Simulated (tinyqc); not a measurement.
# Worked calculation: surface potential of a MOS transistor: implicit equation and explicit approximations

tinyqc, about 0.01 s, one thread, Intel Xeon 2.30GHz (shared host): `OMP_NUM_THREADS=1 python tinyqc.py 2122220 2122221 out.jsonl` Printed values are rounded.

p-type body, charge-sheet picture, depletion and inversion only, full ionisation (an idealisation for deep acceptors), Boltzmann statistics (rough once Na exp(x - xn) passes about Nc/7). In units of Vt: xg = (Vg - Vfb)/Vt, x = psi/Vt, G = gamma/sqrt(Vt), xn = (2 phiF + Vc)/Vt. The implicit equation is (xg - x)^2 = G^2 [x - 1 + exp(x - xn)] for x above about 3. Cox = eps0 eox/tox.

Inputs (values chosen for the exercise); band and dielectric values close to those of silicon:

| symbol | value | unit | meaning |
|---|---|---|---|
| T | 300 | K | temperature |
| Eg | 1.1 | eV | band gap |
| eps_r | 11.6 |  | relative permittivity |
| Nc | 2.79e19 | cm^-3 | conduction-band density of states at T |
| Nv | 2.61e19 | cm^-3 | valence-band density of states at T |
| eox | 25.1 |  | relative permittivity of the gate insulator (close to zirconium oxide) |
| tox | 6 | nm | insulator thickness |
| Na | 2.3e17 | cm^-3 | acceptor density |
| Vfb | -0.49 | V | flat-band voltage |
| Vc | 0 | V | channel-body voltage |
| Vg | 1.03 | V | gate-body voltage |

Constants: q = 1.602176634e-19 C, kB = 1.380649e-23 J/K, Vt = kB T/q, eps0 = 8.8541878128e-14 F/cm where lengths are in cm. Results are converted to the units shown.

Range of the model: The electron quasi-Fermi level lies less than 2 Vt below the band edge at the surface, or above it, where degeneracy and confinement, left out, matter.

## Scales

ni = sqrt(Nc Nv) exp(-Eg/(2 Vt)), Eg in volts; phiF = Vt ln(Na/ni); gamma = sqrt(2 q eps0 eps_r Na)/Cox; VT = Vfb + Vt (xn + G sqrt(xn - 1)).

phiF = 0.4268163 V
gamma = 0.07427904 V^0.5
G = 0.4619758
xn = 33.01999
VT = 0.4312136 V
xg = 58.79623

## Explicit approximation

Depletion value a = 1 + [sqrt(G^2/4 + xg - 1) - G/2]^2; inversion value b = xn + ln[(xg - xn)^2/G^2 - xn + 1] and first guess y = min(a, b) - ln(1 + exp(-|a - b|)) if a > xn + 1, else b = y = a; one second-order correction with D = exp(y - xn), p = 2 (xg - y) + G^2 (1 + D), w = (xg - y)^2 - G^2 (y - 1 + D): z = y + 2 w/(p + sqrt(p^2 - 2 (2 - G^2 D) w)), or the Newton step z = y + w/p where the root is not real.

a = 55.38920
b = 41.05304
y = 41.05304
p = 693.2802
w = -351.3079
z = 40.21134

The root of the implicit equation is x = 40.3673; y misses it by 0.69 and z by -0.16, in units of Vt.

## Starting value

x = y rounded to two decimals.

x at the start = 41.05

## Iteration 1: new x

D = exp(x - xn), f = (xg - x)^2 - G^2 (x - 1 + D), f' = -2 (xg - x) - G^2 (1 + D), x(new) = x - f/f'.

D = 3071.785
f = -349.2044
f' = -691.2912
x after iteration 1 = 40.54485

## Iteration 2: new x

As before.

D = 1853.565
f = -70.91797
f' = -432.3070
x after iteration 2 = 40.38081

## Iteration 3: new x

As before.

D = 1573.127
f = -5.016432
f' = -372.7836
x after iteration 3 = 40.36735

## Course of the iteration

Stop when the step is below 1e-11, or after 60 iterations.

Course of the iteration:

| iteration | x before the step | step |
|---|---|---|
| 1 | 41.05 | -0.505 |
| 2 | 40.54485 | -0.164 |
| 3 | 40.38081 | -0.0135 |
| 4 | 40.36735 | -8.17e-5 |
| 5 | 40.36727 | -2.98e-9 |
| 6 | 40.36727 | 0 |

Converged in 6 iterations.

## Potential, charges and gate control

converged x = 40.36727

psi = Vt x; N_dep = Cox Vt G sqrt(x - 1)/q; N_inv = (Cox Vt G/q) [sqrt(x - 1 + exp(x - xn)) - sqrt(x - 1)]; dpsi/dVg = 1/[1 + G^2 (1 + exp(x - xn))/(2 (xg - x))].

psi = 1.043575 V
N_dep = 1.732375e12 cm^-2
N_inv = 9.2819e12 cm^-2
dpsi/dVg = 0.1000769

psi lies 7.3 Vt above 2 phiF + Vc.
